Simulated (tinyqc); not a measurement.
Free and trapped electrons in a MOS channel with a dense trap tail: one step of the calculation.

p-type body, charge-sheet picture, full ionisation (an idealisation for deep acceptors), Boltzmann statistics for free electrons. e = Ec - EF at the surface. Acceptor-like traps of density D(E) = D0 + De exp(-E/Ew) at depth E below Ec, from 0 to Eu, hold n_t = integral of D(E)/(1 + exp((e - E)/Vt)). psi = Eg - Vt ln(Nv/Na) - e; N_dep = sqrt(2 eps0 eps_r Na (psi - Vt)/q); n_f = sqrt(N_dep^2 + 2 eps0 eps_r Vt Nc exp(-e/Vt)/q) - N_dep; Vg = Vfb + psi + q (N_dep + n_t + n_f)/Cox, Cox = eps0 eox/tox.

Problem. Charges and gate voltage. psi, N_dep, n_f and Vg as defined, with the n_t given; free share n_f/(n_f + n_t); apparent mobility mf n_f/(n_f + n_t); gate voltage spent on traps q n_t/Cox.

Inputs (values chosen for the exercise); band and dielectric values close to those of 4H silicon carbide:
```
symbol,value,unit,meaning
T,250,K,temperature
Eg,3.23,eV,band gap
eps_r,9.87,,relative permittivity
Nc,1.29e19,cm^-3,conduction-band density of states at T
Nv,1.91e19,cm^-3,valence-band density of states at T
eox,3.9,,relative permittivity of the insulator
tox,78,nm,insulator thickness
Na,1.3e17,cm^-3,acceptor density
Vfb,-2.62,V,flat-band voltage without trapped charge
mf,170,cm^2/(V s),mobility of free electrons
e,0.004,eV,Ec - EF at the surface
```

Constants: q = 1.602176634e-19 C, kB = 1.380649e-23 J/K, Vt = kB T/q, eps0 = 8.8541878128e-14 F/cm where lengths are in cm. Results are converted to the units shown.

n_t = 4.0506234e12 cm^-2

Find: psi; N_dep; n_f; Vg; free share; apparent mobility; gate voltage spent on traps.

Solution.

psi = 3.1185 V
N_dep = 2.0957e12 cm^-2
n_f = 5.3297e11 cm^-2
Vg = 24.671 V
free share = 11.628 %
apparent mobility = 19.767 cm^2/(V s)
gate voltage spent on traps = 14.659 V

Computed by the program tinyqc: `OMP_NUM_THREADS=1 python tinyqc.py 2222128 2222129 out.jsonl`, one thread of a shared Intel Xeon 2.30GHz, about 0.02 s for the whole run.
